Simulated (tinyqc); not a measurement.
Hall effect and magnetoresistance of several carrier groups with constant relaxation times: one step, computed by the program tinyqc.

Group 1 has charge -e and group 2 charge +e; s_i is that sign. B lies along z; mu B is formed with mu in m^2/(V s).

Question. Resistivity, Hall coefficient and magnetoresistance. rho_xx = sigma_xx/(sigma_xx^2 + sigma_xy^2); Hall coefficient R_H = sigma_xy/(B (sigma_xx^2 + sigma_xy^2)), with B in V s/cm^2 (1 T = 1e-4 V s/cm^2); magnetoresistance MR = rho_xx(B)/rho_xx(0) - 1. Apparent density 1/(e |R_H|); Hall mobility |R_H|/rho_xx.

Inputs (values chosen for the exercise, for a model conductor): magnetic field B = 0.086 T.

Carriers: compensated semimetal. Densities: per area (a thin layer).

sigma_xx = 0.004785790 S

sigma_xy = -1.563077e-04 S

sigma at B = 0 = 0.004793712 S

Constants: e = 1.602176634e-19 C.

Give: rho_xx; Hall coefficient R_H; magnetoresistance MR; apparent density; Hall mobility.

Answer.

rho_xx = 209 ohm

Hall coefficient R_H = -7.93e+05 cm^2/C

magnetoresistance MR = 0.0588 %

apparent density = 7.87e+12 1/cm^2

Hall mobility = 3798 cm^2/(V s)
